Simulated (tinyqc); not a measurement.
Linear model of a band gap against the share of exact exchange, step by step. Values are carried at full precision from step to step, so a last printed digit may differ when a step is redone from the rounded ones.

E(alpha) = E0 + S alpha. A wider gap screens less, modelled in the Penn form eps(alpha) = 1 + (e0 - 1)(EP/(EP + S alpha))^2 with a scale EP chosen for the exercise. A dielectric-dependent hybrid takes alpha = 1/eps.

Parameters, chosen for this exercise (of the order of those of AlN; the results hold for these values, not for the real material):
- E0 = 4.15 eV (gap of the semi-local functional)
- S = 8.07 eV (slope dE/d(alpha))
- e0 = 5.15 (optical dielectric constant at alpha = 0)
- EP = 21 eV (energy scale of the screening)
- Et = 6.11 eV (target gap)
- a_start = 0.25 (starting alpha)
- fv = 0.71 (share of the opening taken by the valence edge)
- Ed = 2.53 eV (defect level above the semi-local valence top)
- cd = 0 (shift of the level per unit opening, on the scale of the mean potential)

## Fixed shares

Gap, error against the target and eps for alpha = 0, 0.25 and 1/e0; and the alpha that meets the target, (Et - E0)/S.

Results:

| alpha | E (eV) | E - Et (eV) | eps |
|---|---|---|---|
| 0.0000 | 4.150 | -1.960 | 5.150 |
| 0.2500 | 6.168 | 0.058 | 4.454 |
| 0.1942 | 5.717 | -0.393 | 4.594 |

alpha for the target = 0.2429

A quarter of exact exchange overshoots the target by 0.06 eV: the material needs 0.243, and 1/e0 = 0.194 lies further from it than 0.25 does.

## Self-consistent share

Iterate alpha -> 1/eps(alpha) seven times from a_start. The fixed point solves alpha eps(alpha) = 1; the contraction factor there is 2 (eps - 1) S/((EP + S alpha) eps^2).

Iterates:

| step | alpha | eps | E (eV) |
|---|---|---|---|
| 0 | 0.25000 | 4.4544 | 6.1675 |
| 1 | 0.22450 | 4.5170 | 5.9617 |
| 2 | 0.22139 | 4.5247 | 5.9366 |
| 3 | 0.22101 | 4.5257 | 5.9335 |
| 4 | 0.22096 | 4.5258 | 5.9332 |
| 5 | 0.22095 | 4.5258 | 5.9331 |
| 6 | 0.22095 | 4.5258 | 5.9331 |
| 7 | 0.22095 | 4.5258 | 5.9331 |

fixed point = 0.22095
contraction factor = 0.1219

The factor is positive, so the iterates approach from one side, the error shrinking to 0.12 of itself each step; the gap is within 0.01 eV of its limit from step 2. Self-consistency moves the gap by +0.216 eV against the one-shot choice 1/e0, since a wider gap screens less.

## Band edges and a deep level

The opening c = S alpha lowers the valence top by fv c and raises the conduction edge by (1 - fv) c, both against the mean potential; the level moves by cd c. Use the fixed point. Compare with stretching the level in proportion to the gap and with pinning it to either edge.

opening c = 1.783 eV

shifts of the valence and conduction edges (eV): -1.266  0.517

level above the valence top = 3.796 eV
level below the conduction edge = 2.137 eV

level above the valence top: stretched, tied to the valence edge, tied to the conduction edge (eV): 3.617  2.530  4.313

The three recipes err by -0.18, -1.27 and +0.52 eV against alignment through the mean potential. A localised level with cd = 0 stays put while the edges move away from it.

## Checks

- Fixed point by bisection against 60 substitutions: both 0.22095.

(tinyqc, `OMP_NUM_THREADS=1 python tinyqc.py 1881065 1881066 out.jsonl`, Intel(R) Xeon(R) Processor @ 2.30GHz, 1 thread, shared host, about 0.01 s.)
